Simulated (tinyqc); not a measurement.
Switching kinetics of a ferroelectric film and the memory window of a ferroelectric gate stack: one step, computed by the program tinyqc. Command: `OMP_NUM_THREADS=1 python tinyqc.py 3028316 3028317 out.jsonl feswitch walk`. One thread of a shared host (Intel(R) Xeon(R) Processor @ 2.30GHz), about 0.01 s of CPU time with the checks.

Fields in MV/cm; 1 microcoulomb/cm^2 over eps_0 is 11.29409 MV/cm. In the stack (metal, ferroelectric, interlayer, channel) the channel is taken as a conductor.

Question. The hysteresis loop. Saturated branches: P(E) = P_s tanh[(E -/+ E_c)/(2 delta)], delta = E_c/ln[(1 + P_r/P_s)/(1 - P_r/P_s)]; D = P + eps_0 eps_F E.

Inputs (values chosen for the exercise, for a model hafnia-based film): saturation polarisation P_s = 40 microcoulomb/cm^2; ratio P_r/P_s = 0.76; coercive field E_c = 1.2 MV/cm; permittivity of the ferroelectric eps_F = 40.

Give: delta; P on both branches (microcoulomb/cm^2) at E/E_c = -3, -2, -1, -0.5, 0, 0.5, 1, 1.5, 2, 3; peak differential permittivity eps_F + P_s/(2 delta eps_0).

Answer.

delta = 0.60228 MV/cm

P on both branches (microcoulomb/cm^2) at E/E_c = -3, -2, -1, -0.5, 0, 0.5, 1, 1.5, 2, 3:
```
E (MV/cm)  rising branch  falling branch
-3.6             -39.972         -38.540
-2.4             -39.798         -30.400
-1.2             -38.540           0.000
-0.6             -36.165          18.425
0.0              -30.400          30.400
0.6              -18.425          36.165
1.2                0.000          38.540
1.8               18.425          39.454
2.4               30.400          39.798
3.6               38.540          39.972
```

peak differential permittivity eps_F + P_s/(2 delta eps_0) = 415.04
